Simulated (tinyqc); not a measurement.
# Short-channel transistor, virtual-source model with series resistance: effects of single changes

The current per gate width is the charge at the top of the source barrier (the virtual source) times its velocity times a saturation function; al and be are fitting constants of the model. Units: I in uA/um, Rs in ohm um, so I Rs = 1e-6 I Rs in volts; Q in uC/cm^2, so I = 1e-4 Q vx0 Fsat with vx0 in cm/s.

Parameters, values chosen for the exercise:

| symbol | value | unit | meaning |
|---|---|---|---|
| T | 300 | K | temperature |
| Cinv | 3.31 | uF/cm^2 | inversion capacitance |
| vx0 | 1.05e7 | cm/s | velocity at the virtual source |
| mu | 240 | cm^2/(V s) | apparent mobility |
| L | 32 | nm | channel length |
| VT0 | 0.386 | V | threshold at zero drain voltage |
| dl | 0.147 | V/V | drain-induced barrier lowering |
| n0 | 1.52 |  | subthreshold factor |
| nd | 0.05 | 1/V | growth of n with drain voltage |
| al | 3.5 |  | threshold shift (in units of Vt) from weak to strong inversion |
| be | 2 |  | sharpness of saturation |
| Rs | 70 | ohm um | series resistance of each contact |

Constants: q = 1.602176634e-19 C, kB = 1.380649e-23 J/K, Vt = kB T/q. Results are converted to the units shown.

Each table varies one quantity; the others keep the values above.

## Effect of the velocity at the virtual source on the on and off currents

Intrinsic voltages Vg' = Vgs - I Rs, Vd' = Vds - 2 I Rs. n = n0 + nd Vd', VT = VT0 - dl Vd', Ff = 1/(1 + exp((Vg' - VT + al Vt/2)/(al Vt))), Q = Cinv n Vt ln(1 + exp((Vg' - VT + al Vt Ff)/(n Vt))), Vdsat = (vx0 L/mu)(1 - Ff) + Vt Ff, Fsat = u/(1 + u^be)^(1/be) with u = Vd'/Vdsat, and I = Q vx0 Fsat per width. I is solved self-consistently. Ion is I at Vgs = Vds = 0.8 V, Ioff at Vgs = 0, Vds = 0.8 V, and Rlin = Vds/I at Vgs = 0.8 V, Vds = 0.05 V.

Result of one run:
```
vx0 (cm/s)  Ion (uA/um)  Ioff (nA/um)  log10(Ion/Ioff)  Rlin (ohm um)
1e7              1331.5        1347.2           2.9949         240.57
```

What becomes of these results when the velocity at the virtual source vx0 is changed from 1e7 to 1.4e7 cm/s, all else the same?

Result of the changed run:
```
vx0 (cm/s)  Ion (uA/um)  Ioff (nA/um)  log10(Ion/Ioff)  Rlin (ohm um)
1.4e7            1676.1        1883.4           2.9493         239.94
```

The whole series:
```
vx0 (cm/s)  Ion (uA/um)  Ioff (nA/um)  log10(Ion/Ioff)  Rlin (ohm um)
5e6              762.53        674.70           3.0531         244.43
7.1e6            1022.2        957.41           3.0284         241.83
1e7              1331.5        1347.2           2.9949         240.57
1.4e7            1676.1        1883.4           2.9493         239.94
2e7              2046.3        2685.0           2.8820         239.60
2.8e7            2345.5        3748.3           2.7964         239.44
4e7              2568.5        5330.8           2.6829         239.34
```

As vx0 goes from 5e6 to 4e7 cm/s, Ion rises from 763 to 2570 uA/um, Ioff rises from 675 to 5330 nA/um and Rlin falls from 244 to 239 ohm um. Ion changes by a factor of 3.37 and Ioff by 7.90. For vx0 = 1e7 to 4e7 cm/s the off current passes 1 uA/um, so the device is hardly off at Vgs = 0.

## Supply voltage at a fixed off current

For each supply Vdd, VT0 is set so that I(Vgs = 0, Vds = Vdd) = 10 nA/um; Ion = I(Vdd, Vdd); C = Cinv L + 0.74 fF/um of parasitic capacitance; delay C Vdd/Ion, energy C Vdd^2.

Supply voltage at a fixed off current:
```
Vdd (V)  VT0 (V)  Ion (uA/um)  delay (ps)  energy (fJ/um)
0.4       0.5280        61.54       11.69          0.2879
0.5       0.5441        187.7       4.792          0.4498
0.6       0.5602        380.6       2.836          0.6477
0.7       0.5763        610.0       2.065          0.8816
0.8       0.5923        856.2       1.681           1.151
0.9       0.6084         1110       1.459           1.457
1         0.6245         1368       1.316           1.799
1.1       0.6406         1627       1.217           2.177
```

What does the table show?

The VT0 needed rises from 0.528 to 0.641 V and Ion rises from 61.5 to 1630 uA/um. The delay falls from 11.7 to 1.22 ps, while the energy grows as Vdd^2. Going from 0.4 to 0.5 V changes the delay by -59 %, going from 1 to 1.1 V by -7.5 %.

## Effect of the drain-induced barrier lowering on the on and off currents

Same model as above.

Results:
```
dl (V/V)  Ion (uA/um)  Ioff (nA/um)  log10(Ion/Ioff)  Rlin (ohm um)
0              1140.0        87.450           4.1151         241.20
0.04           1207.7        189.25           3.8049         241.00
0.08           1273.5        405.96           3.4965         240.79
0.16           1399.5        1790.9           2.8929         240.39
0.2            1459.9        3641.1           2.6031         240.19
0.24           1518.5        7166.6           2.3261         239.99
0.28           1575.5         13518           2.0665         239.80
```

Estimate the missing row, dl = 0.12 V/V.

Computed row:
```
dl (V/V)  Ion (uA/um)  Ioff (nA/um)  log10(Ion/Ioff)  Rlin (ohm um)
0.12           1337.4        860.07           3.1917         240.59
```

With this row back in the table: As dl goes from 0 to 0.28 V/V, Ion rises from 1140 to 1580 uA/um, Ioff rises from 87.4 to 13500 nA/um and Rlin falls from 241 to 240 ohm um. Ion changes by a factor of 1.38 and Ioff by 155. The off current depends on it through an exponential, the on current about linearly. For dl = 0.16 to 0.28 V/V the off current passes 1 uA/um, so the device is hardly off at Vgs = 0.

tinyqc, about 0.01 s, one thread, Intel Xeon 2.30GHz (shared host): `OMP_NUM_THREADS=1 python tinyqc.py 2380006 2380007 out.jsonl`
